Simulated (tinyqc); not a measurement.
# Electron mobility in a silicon inversion layer, empirical terms and Matthiessen rule: universality: two dopings at the same effective field

Inversion layer of sheet density Ns on a uniformly doped body, under a high-permittivity gate with an interlayer. The mobility terms are empirical power laws with prefactors chosen for the exercise; adding their inverses (Matthiessen) is itself an approximation.

ni = sqrt(Nc Nv) exp(-Eg/(2 Vt)), Eg in volts; Ndep = sqrt(2 eps0 eps_r Nb (2 Vt ln(Nb/ni) + Vsb)/q); E = q (Ndep + eta Ns)/(eps0 eps_r), in MV/cm. With t = T/(300 K): muC = Ac (Ns/1e12 cm^-2) t/(Nb/1e17 cm^-3 + Nit/1e11 cm^-2), muP = Ap E^(-1/3) t^(-1.75), muS = As E^(-gs), muR = Ar exp(2 ti/lr)/t; 1/mu is the sum of the inverses. For each E, Ns is chosen to give that field on bodies with Nb = 5e16 and 3.7e17 cm^-3; the last column leaves out muC.

Parameters, values chosen for the exercise; material values close to those of silicon: temperature T = 300 K; band gap Eg = 1.13 eV; relative permittivity of the semiconductor eps_r = 11.9; conduction-band density of states at T Nc = 2.79e19 cm^-3; valence-band density of states at T Nv = 2.63e19 cm^-3; reverse body bias Vsb = 0 V; weight of the inversion charge in the effective field eta = 0.5; phonon-limited mobility at 1 MV/cm and 300 K Ap = 455 cm^2/(V s); roughness-limited mobility at 1 MV/cm As = 979 cm^2/(V s); exponent of the roughness term gs = 2; Coulomb prefactor Ac = 2400 cm^2/(V s); charge at the interface Nit = 4.3e10 cm^-2; remote-phonon mobility without interlayer Ar = 240 cm^2/(V s); interlayer thickness ti = 0.4 nm; decay length of remote phonons lr = 0.6 nm.

Constants: q = 1.602176634e-19 C, kB = 1.380649e-23 J/K, Vt = kB T/q, eps0 = 8.8541878128e-14 F/cm where lengths are in cm. Results are converted to the units shown.

Results:
columns A: E (MV/cm); B: Ns, light body (cm^-2); C: mu, light (cm^2/(V s)); D: Ns, heavy body (cm^-2); E: mu, heavy (cm^2/(V s)); F: without muC (cm^2/(V s))
```
A              B       C          D       E       F
0.339  3.0040e12  347.56  2.5455e11  105.17  363.88
0.415  4.0036e12  332.18  1.2542e12  233.33  343.22
0.508  5.2268e12  313.51  2.4774e12  262.45  320.97
0.622  6.7262e12  291.78  3.9768e12  263.00  296.77
0.762  8.5676e12  267.09  5.8181e12  250.34  270.35
0.933  1.0817e13  239.76  8.0673e12  229.97  241.83
1.4    1.6959e13  179.15  1.4210e13  176.05  179.89
```

Estimate the missing row, E = 1.14 MV/cm.

Computed row:
columns A: E (MV/cm); B: Ns, light body (cm^-2); C: mu, light (cm^2/(V s)); D: Ns, heavy body (cm^-2); E: mu, heavy (cm^2/(V s)); F: without muC (cm^2/(V s))
```
A             B       C          D       E       F
1.14  1.3539e13  210.51  1.0790e13  204.87  211.79
```

With this row back in the table: The heavily doped body has 0.303 of the mobility of the light one in the first row and 0.983 in the last; there they lie 2.1 % below and 0.41 % below the curve without Coulomb scattering, which depends on E alone. The heavy body leaves that curve at low E because its field comes mostly from depletion charge and few carriers screen.

tinyqc, about 0.01 s, one thread, Intel Xeon 2.30GHz (shared host): `OMP_NUM_THREADS=1 python tinyqc.py 2510128 2510129 out.jsonl`
